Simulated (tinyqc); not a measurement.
Length offset and series resistance from crossing lines.

Inverse problem. R_total = Rs + k (L - dL)/Vo with constant Rs, dL and k. Find k, dL and Rs.

R_total at (L, Vo) = (90, 0.38), (270, 0.38), (90, 0.85) and (270, 0.85), L in nm and Vo in V (ohm um): 804.73684  2699.4737  442.70588  1289.7647

Solution. At each overdrive R is a straight line in L with slope k/Vo; the two lines cross at L = dL, R = Rs.

k = 4.00 ohm um V/nm
dL = 27.8 nm
Rs = 150 ohm um

Numbers from tinyqc (`OMP_NUM_THREADS=1 python tinyqc.py 2282282 2282283 out.jsonl`; about 0.03 s on one thread of a shared Intel Xeon 2.30GHz).
